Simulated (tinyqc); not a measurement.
Ranking of structures: pair-potential crystal by lattice sums. Computed by tinyqc, a small Python program. Command: `OMP_NUM_THREADS=1 python tinyqc.py 3006783 3006784 out.jsonl pairsum walk`. One thread of a shared host (Intel(R) Xeon(R) Processor @ 2.30GHz), about 0.02 s of CPU time with the checks.

Energy per atom E = (1/2) sum over neighbours of phi(r); d is the nearest-neighbour distance.

Inputs (values chosen for the exercise, for model atoms):
```
quantity                value      unit
well depth eps         0.0687        eV
pair minimum r0           3.3  angstrom
cut-off r_c/r0            2.1         -
repulsive exponent n       14         -
attractive exponent m       6         -
```

Potential: Mie n-m. Structure: hcp.

Constants: 1 eV/angstrom^3 = 160.2176634 GPa.

Method:
- phi0(r) = eps [m (r0/r)^n - n (r0/r)^m]/(n - m); shifted-force cut-off: phi(r) = phi0(r) - phi0(r_c) - (r - r_c) phi0'(r_c) for r < r_c, zero beyond.
- Shells (distance in units of d, count): fcc 1.0000 (12), 1.4142 (6), 1.7321 (24), 2.0000 (12), 2.2361 (24), 2.4495 (8), 2.6458 (48), 2.8284 (6), 3.0000 (36), 3.1623 (24); hcp 1.0000 (12), 1.4142 (6), 1.6330 (2), 1.7321 (18), 1.9149 (12), 2.0000 (6), 2.2361 (12), 2.3805 (12), 2.4495 (6), 2.5166 (6), 2.5820 (12), 2.6458 (24), 2.7080 (6), 2.8868 (12), 3.0000 (12), 3.1091 (24), 3.1623 (12); bcc 1.0000 (8), 1.1547 (6), 1.6330 (12), 1.9149 (24), 2.0000 (8), 2.3094 (6), 2.5166 (24), 2.5820 (24), 2.8284 (24), 3.0000 (32); sc 1.0000 (6), 1.4142 (12), 1.7321 (8), 2.0000 (6), 2.2361 (24), 2.4495 (24), 2.8284 (12), 3.0000 (30), 3.1623 (24); diamond 1.0000 (4), 1.6330 (12), 1.9149 (12), 2.3094 (6), 2.5166 (12), 2.8284 (24), 3.0000 (16). Volumes per atom in d^3: fcc 0.70711, hcp 0.70711, bcc 0.76980, sc 1.00000, diamond 1.53960; hcp has the ideal c/a. Every shell inside the cut-off is summed.
- Equilibrium: dE/dd = 0 at the lowest minimum with d between 0.78 r0 and 1.45 r0; B = d^2 E''(d)/(9 Omega).

Each structure at its own equilibrium:
```
structure  neighbours  d (angstrom)  E (eV/atom)  volume (angstrom^3)  B (GPa)
fcc                12        3.2570     -0.43125               24.432   29.593
hcp                12        3.2566     -0.43119               24.422   29.621
bcc                 8        3.1975     -0.40497               25.166   27.062
sc                  6        3.2068     -0.26678               32.977   13.828
diamond             4        3.2399     -0.14783               52.361    4.875
```

What follows from these numbers?

The order is fcc < hcp < bcc < sc < diamond; fcc lies 0.064 meV below hcp. fcc (-0.431251 eV) and hcp (-0.431187 eV) share two shells and differ from the third on. Pair forces reward the number of bonds: diamond reaches only 34 % of the best binding. Caution: each structure is relaxed in d alone and may be unstable against shear; the tiny fcc-hcp difference depends on the cut-off.

Extremes, crossings and ranges named in words are read from the listed rows.
